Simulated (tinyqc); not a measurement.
Inside a calculation. Method: lattice vibrations of a chain. Computed by tinyqc, a small Python program that keeps every step. Command: `OMP_NUM_THREADS=1 python tinyqc.py 22610 22611 out.jsonl` (the two numbers bound the seeds that draw the settings). One thread of a shared host (Intel(R) Xeon(R) Processor @ 2.60GHz), about 0.01 s of CPU time with the checks.

## Dynamical matrix at q = 0.15

A chain moving along its axis:
```
atom                 mass (u)  spring to the next atom (eV/angstrom^2)
1                   41.500000                                23.600000
2                  108.400000                                 3.300000
3                   73.500000                                26.800000
second neighbours           -                                 0.800000
```

q is in units of 2 pi/a. A spring k from atom i to atom j, n cells on, adds k to Phi_ii and Phi_jj, -k exp(2 pi i q n) to Phi_ij and the conjugate to Phi_ji (for one atom a cell: 2k (1 - cos 2 pi q n)); D_ij = Phi_ij / sqrt(m_i m_j).

D(q) (eV/(angstrom^2 u)):
```
                     1                    2                    3
1             1.253012  -0.358874+0.009650i  -0.299709+0.392577i
2  -0.358874-0.009650i             0.262915  -0.042239+0.007251i
3  -0.299709-0.392577i  -0.042239-0.007251i             0.431293
```

## Frequencies

omega^2 are the eigenvalues; wavenumber = 521.4708 sqrt(eigenvalue) 1/cm.

eigenvalues: 0.014924  0.371423  1.560873

wavenumbers (1/cm): 63.7  317.8  651.5

weights |e|^2 of the mass-weighted modes:
```
          mode 1    mode 2    mode 3
atom 1  0.184020  0.019651  0.796328
atom 2  0.492732  0.450813  0.056455
atom 3  0.323248  0.529535  0.147217
```

## Dispersion and heat capacity

C/k_B per atom = mean over q = (j + 1/2)/80, j = 0..39 and all branches of y^2 e^y/(e^y - 1)^2, y = hc wavenumber / k_B T.

Wavenumbers (1/cm):
```
q           branch 1    branch 2    branch 3
0.000000    0.000000  322.707491  652.204635
0.062500   27.009916  321.839197  652.074387
0.125000   53.435571  319.277986  651.703320
0.187500   78.650979  315.169604  651.147568
0.250000  101.932731  309.809102  650.491390
0.312500  122.377208  303.726648  649.834558
0.375000  138.796133  297.801494  649.277224
0.437500  149.684727  293.305885  648.904577
0.500000  153.540728  291.597281  648.773675
```

Heat capacity:
```
T (K)  C/k_B per atom
20           0.072273
50           0.192170
100          0.361652
200          0.611723
300          0.761849
600          0.923332
1200         0.979384
```

zero-point energy per atom = 21.756559 meV
